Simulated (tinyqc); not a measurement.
# Floating body of a partially depleted SOI transistor: body voltage and kink: effects of single changes

Source at 0 V. Channel current Ic = 2 nf K Vt^2 [F(0) - F(Vd)](1 + la Vd), F(V) = ln^2(1 + exp((Vg - VT - nf V)/(2 nf Vt))), VT = VT0 - gb Vb. Saturation voltage Vs = 2 Vt sqrt(F(0)) + 3 Vt, excess Ve = (Vd - Vs + sqrt((Vd - Vs)^2 + 0.0004 V^2))/2, multiplication M1 = Ai Ve exp(-Bl/Ve). Each junction passes D(v) = J1 (exp(v/Vt) - 1) + J2 (exp(v/(2 Vt)) - 1). Bipolar current Ib = bb J1 (exp(Vb/Vt) - 1). The body settles where M1 (Ic + Ib) = D(Vb) + D(Vb - Vd) + Vb/Rb; drain current Id = (1 + M1)(Ic + Ib) - D(Vb - Vd).

Inputs (values chosen for the exercise); values of the order met in partially depleted silicon-on-insulator transistors: temperature T = 358 K; threshold at zero body voltage VT0 = 0.34 V; fall of the threshold per volt of body voltage gb = 0.12; slope factor nf = 1.38; gain factor per width K = 460 uA/(V^2 um); channel-length modulation factor la = 0.05 1/V; impact-ionisation prefactor Ai = 1.5 1/V; impact-ionisation voltage Bl = 8.2 V; diffusion saturation current of each junction J1 = 6.8e-10 uA/um; recombination saturation current of each junction J2 = 1.6e-8 uA/um; gain of the lateral bipolar transistor on the diffusion current bb = 3; resistance of a weak body tie to the source (1e9 stands for no tie, and the term is then dropped) Rb = 1e9 kohm um; gate voltage Vg = 0.58 V; drain voltage Vd = 2 V.

Constants: q = 1.602176634e-19 C, kB = 1.380649e-23 J/K, Vt = kB T/q. Results are converted to the units shown.

Each table varies one quantity; the others keep the values above.

## Output curve and kink

Rows with more than one solution for Vb (latch) are left out; dId/dVd by a forward difference over 1e-4 V, swing = 1e-4 V over the change of log10 Id; M1 under 1e-12 is printed as 0.

Output curve and kink:

| Vd (V) | Vb (V) | M1 | Id, floating (uA/um) | Id, grounded (uA/um) | ratio | dId/dVd, floating (uS/um) | dId/dVd, grounded (uS/um) |
|---|---|---|---|---|---|---|---|
| 0.84 | 0.2540 | 2.693e-7 | 13.03 | 10.42 | 1.251 | 11.32 | 0.5001 |
| 1 | 0.3716 | 8.464e-6 | 14.47 | 10.50 | 1.378 | 7.292 | 0.5025 |
| 1.16 | 0.4462 | 8.544e-5 | 15.48 | 10.58 | 1.463 | 5.479 | 0.5162 |
| 1.32 | 0.4989 | 4.450e-4 | 16.27 | 10.67 | 1.526 | 4.558 | 0.5575 |
| 1.48 | 0.5385 | 0.001534 | 16.97 | 10.76 | 1.577 | 4.295 | 0.6438 |
| 1.64 | 0.5695 | 0.004024 | 17.68 | 10.87 | 1.626 | 4.659 | 0.7877 |
| 1.8 | 0.5946 | 0.008725 | 18.50 | 11.02 | 1.679 | 5.689 | 0.9944 |

Read the table: what changes, and by how much?

Vb rises from 0.254 to 0.595 V and the ratio of the currents rises from 1.25 to 1.68. The output conductance with a floating body exceeds the grounded value by the largest factor among the rows, 22.6, at Vd = 0.84 V, where Vb = 0.254 V and M1 = 2.69e-7.

## Transfer curve and swing

Same model as above.

Transfer curve and swing:

| Vg (V) | Vb (V) | M1 | Id, floating (uA/um) | Id, grounded (uA/um) | ratio | swing, floating (mV/decade) | swing, grounded (mV/decade) |
|---|---|---|---|---|---|---|---|
| -0.11 | 0.2469 | 0.03882 | 7.694e-5 | 3.529e-5 | 2.180 | 87.05 | 98.32 |
| -0.01 | 0.3348 | 0.03870 | 0.001039 | 3.653e-4 | 2.844 | 89.86 | 98.84 |
| 0.09 | 0.4141 | 0.03827 | 0.01283 | 0.003691 | 3.476 | 93.93 | 100.6 |
| 0.19 | 0.4858 | 0.03695 | 0.1331 | 0.03466 | 3.839 | 105.2 | 106.1 |
| 0.29 | 0.5439 | 0.03386 | 0.9466 | 0.2691 | 3.518 | 135.1 | 121.5 |
| 0.39 | 0.5836 | 0.02899 | 3.971 | 1.454 | 2.731 | 195.2 | 157.5 |
| 0.49 | 0.6076 | 0.02357 | 10.58 | 5.035 | 2.101 | 284.4 | 221.7 |
| 0.59 | 0.6216 | 0.01853 | 21.07 | 12.13 | 1.737 | 392.1 | 310.6 |
| 0.69 | 0.6294 | 0.01420 | 35.26 | 23.03 | 1.531 | 508.3 | 414.5 |

Vb rises from 0.247 to 0.629 V. The smallest swing among the rows is 87.0 mV a decade with a floating body (at Vg = -0.11 V) and 98.3 with a grounded one; Vt ln 10 = 71.0. The floating swing is smaller by more than 3 % for Vg = -0.11, -0.01, 0.09 V, where the rising Vb lowers the threshold as Vg rises. In the first row the floating body raises the current by a factor of 2.18.

Range of the model: The multiplication law is an empirical form chosen for the exercise; self-heating and capacitive coupling to the body are left out, and the linear laws are rough once Vb passes about 0.7 V or M1 about 0.1.

Program tinyqc, `OMP_NUM_THREADS=1 python tinyqc.py 2182184 2182185 out.jsonl`; Intel Xeon 2.30GHz, shared host, one thread, about 0.2 s.
